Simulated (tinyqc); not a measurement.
Decay of LO phonons and the hot-phonon bottleneck in the cooling of electrons: one step, computed by the program tinyqc.

n(E, T) = 1/(exp(E/(k_B T)) - 1) is the Bose occupation. Electrons have a temperature T_e; the LO modes within their reach share one occupation N; the decay products stay at the lattice temperature.

Problem. Electron and phonon temperatures in closed form. Net emission per electron: [(N + 1) x - N]/tau_sp with x = exp(-hbar omega/(k_B T_e)), a simple two-level balance; steady state of the modes: n [(N + 1) x - N]/tau_sp = N_m (N - N_0)/tau; power per electron P = hbar omega [(N + 1) x - N]/tau_sp. With p = P tau_sp/(hbar omega): N = N_0 + r p and x = (p + N)/(N + 1); without hot phonons N = N_0. The mode temperature T_LO solves n(hbar omega, T_LO) = N.

Inputs (values chosen for the exercise, modelled on gallium nitride): LO energy hbar omega = 90.9 meV; lattice temperature T = 300 K; power supplied per electron P = 23 nW.

Decay channel: two unequal phonons (Ridley).

emission time tau_sp = 8.441662 fs

equilibrium LO occupation N_0 = 0.03062295

bottleneck ratio r = 40.06451

Constants: e = 1.602176634e-19 C; k_B = 8.617333262e-05 eV/K.

Give: reduced power p; LO occupation N; electron temperature T_e; T_e without hot phonons; mode temperature T_LO.

Solution.

reduced power p = 0.013332

LO occupation N = 0.56475

electron temperature T_e = 1059.3 K

T_e without hot phonons = 334.37 K

mode temperature T_LO = 1035.1 K

Caution: at such T_e upper valleys, non-parabolic bands or other phonons can take part.
